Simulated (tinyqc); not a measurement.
Transfer-length model of a contact: one step of the calculation.

A metal contact of length d and width W on a thin layer of the same width. The metal has no resistance, the sheet resistance under it equals Rsh, and current enters the layer at the front edge x = 0.

Task. Straight-line fit. Pairs of such contacts at gaps L have R_T = Rsh L/W + 2 Rc. The values of R_T were made from Rsh and rc with a random scatter of 1 % and are treated as data. Least squares: slope = sum (L - mean L)(R_T - mean R_T)/sum (L - mean L)^2, intercept = mean R_T - slope mean L. Rsh = slope W, Rc = intercept/2, and A = Rc/slope is half the distance from the origin to the zero of the line.

Values chosen for this exercise:

| symbol | value | unit | meaning |
|---|---|---|---|
| W | 1.3 | um | contact width |

| gap | L (um) | R_T (ohm) |
|---|---|---|
| 1 | 0.27 | 48.177 |
| 2 | 0.49 | 66.979 |
| 3 | 0.91 | 103.25 |
| 4 | 1.7 | 169.58 |
| 5 | 3.1 | 288.23 |
| 6 | 5.7 | 510.7 |

Wanted: slope; intercept; Rsh; Rc; A.

Result.

slope = 85.10 ohm/um
intercept = 25.20 ohm
Rsh = 110.6 ohm/sq
Rc = 12.60 ohm
A = 0.1481 um

Numbers from tinyqc (`OMP_NUM_THREADS=1 python tinyqc.py 2760072 2760073 out.jsonl`; about 0.01 s on one thread of a shared Intel Xeon 2.30GHz).
